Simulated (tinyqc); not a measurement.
Inputs raised by 5 %, one at a time: straight dislocations in isotropic elasticity: fields, energies, partials, Peierls stress and walls. Computed by tinyqc, a small Python program. Command: `OMP_NUM_THREADS=1 python tinyqc.py 3000563 3000564 out.jsonl disloc sens`. One thread of a shared host (Intel(R) Xeon(R) Processor @ 2.30GHz), about 0.02 s of CPU time with the checks.

The line runs along z, the glide plane is y = 0, and beta is the angle between b and the line (0 screw, 90 degrees edge): b_e = b sin(beta) along +x with the extra half plane at y > 0, b_s = b cos(beta). Stress is positive in tension.

Inputs (values chosen for the exercise, modelled on silicon):

| quantity | value | unit |
|---|---|---|
| shear modulus G | 69.7 | GPa |
| Poisson ratio nu | 0.216 | - |
| Burgers vector b | 3.84 | angstrom |
| stacking-fault energy gamma | 55.7 | mJ/m^2 |
| dislocation density rho | 7.4e+11 | 1/m^2 |
| core radius r0/b | 1 | - |
| unstable fault energy gamma_us | 2090 | mJ/m^2 |
| source length l | 180 | nm |

Character: 30-degree.

Constants: 1 eV/angstrom^3 = 160.2176634 GPa.

Method:
- Energy factor K = G [cos^2(beta) + sin^2(beta)/(1 - nu)].
- E = K b^2/(4 pi) ln(R/r0) with R = 1/(2 sqrt(rho)); tension T = E + d^2E/d(beta)^2 = G b^2 [1 + nu - 3 nu sin^2(beta)]/(4 pi (1 - nu)) ln(R/r0). The core energy is taken into r0.
- Shockley partials have b_p = b/sqrt(3) at the angles beta -/+ 30 degrees; their repulsion balances the fault at d = G b_p^2/(8 pi gamma) (2 - nu)/(1 - nu) [1 - 2 nu cos(2 beta)/(2 - nu)].
- Misfit energy gamma(u) = (gamma_us/2)(1 - cos(2 pi u/b)), so the largest restoring stress is tau_max = pi gamma_us/b; u(x) = b/2 + (b/pi) arctan(x/zeta), zeta = K b/(4 pi tau_max). Summing the misfit energy over atomic rows a' apart gives, for a wide core, W_P = (K b^2/pi) exp(-2 pi zeta/a') and sigma_P = (K b/a') exp(-2 pi zeta/a'); a' = b/2 for edge and 30-degree lines, b sqrt(3)/2 for screw and 60-degree lines.
- Frank-Read source, averaged over the loop: tau = G b/(2 pi l) [(1 - nu/2)/(1 - nu)] ln(l/r0). Taylor hardening: tau = 0.3 G b sqrt(rho).

Runs:

| input moved | from | to | splitting width d (nm) | Frank-Read stress (MPa) | Taylor stress (MPa) | half width zeta (angstrom) |
|---|---|---|---|---|---|---|
| base run | - | - | 4.8945 | 165.59 | 6.9072 | 1.3314 |
| shear modulus G (GPa) | 69.7 | 73.185 | 5.1392 | 173.87 | 7.2525 | 1.3980 |
| Poisson ratio nu | 0.216 | 0.2268 | 4.8945 | 166.89 | 6.9072 | 1.3370 |
| Burgers vector b (angstrom) | 3.84 | 4.032 | 5.3962 | 172.49 | 7.2525 | 1.4679 |
| stacking-fault energy gamma (mJ/m^2) | 55.7 | 58.485 | 4.6614 | 165.59 | 6.9072 | 1.3314 |
| dislocation density rho (1/m^2) | 7.4e+11 | 7.77e+11 | 4.8945 | 165.59 | 7.0778 | 1.3314 |
| unstable fault energy gamma_us (mJ/m^2) | 2090 | 2194.5 | 4.8945 | 165.59 | 6.9072 | 1.2680 |
| core radius r0/b | 1 | 1.05 | 4.8945 | 164.28 | 6.9072 | 1.3314 |

Exponents ln(y'/y) / ln(x'/x):

| input | splitting width d | Frank-Read stress | Taylor stress | half width zeta |
|---|---|---|---|---|
| shear modulus G | 1 | 1.000 | 1.0 | 1.000 |
| Poisson ratio nu | 0 | 0.160 | 0.0 | 0.085 |
| Burgers vector b | 2 | 0.837 | 1.0 | 2.000 |
| stacking-fault energy gamma | -1 | 0.000 | 0.0 | 0.000 |
| dislocation density rho | 0 | 0.000 | 0.5 | 0.000 |
| unstable fault energy gamma_us | 0 | 0.000 | 0.0 | -1.000 |
| core radius r0/b | 0 | -0.163 | 0.0 | 0.000 |

Among the inputs moved here: splitting width d answers most in size to Burgers vector b (exponent +2.000), next to shear modulus G (+1.000); its exponent is below 0.0005 for Poisson ratio nu, dislocation density rho, unstable fault energy gamma_us, core radius r0/b. Its exponent +2.000 in Burgers vector b: the force between partials goes as b^2. Its exponent -1.000 in stacking-fault energy gamma: repulsion falls as 1/d. Frank-Read stress answers most in size to shear modulus G (exponent +1.000), next to Burgers vector b (+0.837); its exponent is below 0.0005 for stacking-fault energy gamma, dislocation density rho, unstable fault energy gamma_us. Taylor stress answers most in size to shear modulus G (exponent +1.000), and about equally to Burgers vector b (+1.000); its exponent is below 0.0005 for Poisson ratio nu, stacking-fault energy gamma, unstable fault energy gamma_us, core radius r0/b. Its exponent +0.500 in dislocation density rho: the forest spacing is rho^(-1/2). Half width zeta answers most in size to Burgers vector b (exponent +2.000), next to shear modulus G (+1.000); its exponent is below 0.0005 for stacking-fault energy gamma, dislocation density rho, core radius r0/b. Its exponent -1.000 in unstable fault energy gamma_us: a stiffer glide plane narrows the core.

Caution (all rows): in covalent crystals lines are dissociated and reconstructed and move by kinks, so this sinusoidal model gives only the trend. Caution (all rows): in covalent crystals the flow stress is largely set by thermally activated glide over the Peierls barrier, which the source and Taylor stresses leave out.
